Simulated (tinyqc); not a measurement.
# Input admittance of a MOSFET at zero drain bias: distributed channel and distributed gate: two studies

Source and drain grounded, strong inversion, w = 2 pi f, Cox = eps0 eox/tox. The channel is an RC line of resistance 1/(mu Cox Vo) per square fed from both ends, so one finger has the intrinsic admittance y = i w Cox L tanh(g)/g per width, g = (1/2) sqrt(i w tau), tau = L^2/(mu Vo). The vertical resistance rv/L is in series with y, the overlaps 2 i w Cov in parallel: y_t = 1/(1/y + rv/L) + 2 i w Cov. The gate strip is a line of Rsh/L per length loaded by y_t, so a finger has Y = y_t Wf tanh(k)/k, k = (Wf/sd) sqrt(y_t Rsh/L); the device has Nf Y.

Parameters, values chosen for the exercise; values of the order met in silicon radio-frequency transistors: relative permittivity of the gate insulator (close to silicon dioxide) eox = 3.9; insulator thickness tox = 7.3 nm; channel length L = 0.36 um; finger width Wf = 17 um; number of fingers Nf = 16; channel mobility mu = 320 cm^2/(V s); gate overdrive Vo = 0.55 V; sheet resistance of the gate Rsh = 16 ohm/square; vertical resistivity of the gate stack rv = 12 ohm um^2; number of ends at which a finger is contacted sd = 2; overlap and fringe capacitance on each side Cov = 0.34 fF/um; frequency f = 2.2 GHz.

Constants: eps0 = 8.8541878128e-14 F/cm where lengths are in cm. Results are converted to the units shown.

Each table varies one quantity; the others keep the values above.

## Input impedance against frequency

Low-frequency limits, with c = Cox L and ct = c + 2 Cov: R_strip = Rsh Wf/(3 sd^2 L Nf), R_ch = (c/ct)^2 L/(12 mu Cox Vo Wf Nf), R_vert = (c/ct)^2 rv/(L Wf Nf), C = ct Wf Nf. Z = 1/(Nf Y) = R + 1/(i w C), Q = |Im Z|/R, far-point signal |1/cosh k|.

The same in every row: low-frequency R (ohm) = 4.6743.

Results:
```
f (GHz)      w tau       |k|  R (ohm)  C (fF)        Q  signal at the far point
0.02     9.2534e-4  0.031009   4.6743  648.15   2626.6                   1.0000
0.06     0.0027760  0.053709   4.6743  648.15   875.53                   1.0000
0.2      0.0092534  0.098059   4.6743  648.15   262.66                  0.99999
0.4       0.018507   0.13868   4.6743  648.15   131.33                  0.99996
3          0.13880   0.37976   4.6735  647.82   17.523                  0.99762
9          0.41640   0.65753   4.6664  645.18   5.8737                  0.97919
20         0.92534   0.97859   4.6360  634.00   2.7074                  0.90803
70          3.2387    1.7919   4.3144  530.77  0.99286                  0.52027
```

Estimate the missing row, f = 1 GHz.

Computed row:
```
f (GHz)     w tau      |k|  R (ohm)  C (fF)       Q  signal at the far point
1        0.046267  0.21927   4.6743  648.12  52.536                  0.99974
```

With this row back in the table: R falls from 4.67 to 4.31 ohm and C falls from 648 to 531 fF. Q goes as f^(-1.00) between the first two rows and f^(-0.80) between the last two, where w tau = 3.24 and |k| = 1.79. The low-frequency limits hold both R and C within 5 % up to f = 20 GHz among the rows.

## Effect of the gate overdrive

Same model as above.

Results:
```
Vo (V)     w tau      |k|  R (ohm)  low-frequency R (ohm)  C (fF)       Q  signal at the far point
0.2      0.27992  0.32517   5.8573                 5.8584  647.86  19.064                  0.99816
0.35     0.15995  0.32521   5.0604                 5.0610  647.95  22.064                  0.99854
0.5      0.11197  0.32521   4.7415                 4.7420  647.97  23.546                  0.99869
0.8     0.069979  0.32522   4.4625                 4.4629  647.98  25.018                  0.99882
0.95    0.058930  0.32522   4.3891                 4.3895  647.99  25.437                  0.99885
1.1     0.050894  0.32522   4.3357                 4.3361  647.99  25.750                  0.99888
1.25    0.044787  0.32522   4.2951                 4.2955  647.99  25.993                  0.99890
```

Estimate the missing row, Vo = 0.65 V.

Computed row:
```
Vo (V)     w tau      |k|  R (ohm)  low-frequency R (ohm)  C (fF)       Q  signal at the far point
0.65    0.086128  0.32522   4.5698                 4.5703  647.98  24.431                  0.99877
```

With this row back in the table: As Vo goes from 0.2 to 1.25, R falls from 5.86 to 4.30 ohm, C stays near 648 fF and Q rises from 19.1 to 26.0. Only the channel term depends on Vo.

Numbers from tinyqc (`OMP_NUM_THREADS=1 python tinyqc.py 2262055 2262056 out.jsonl`; about 0.01 s on one thread of a shared Intel Xeon 2.30GHz).
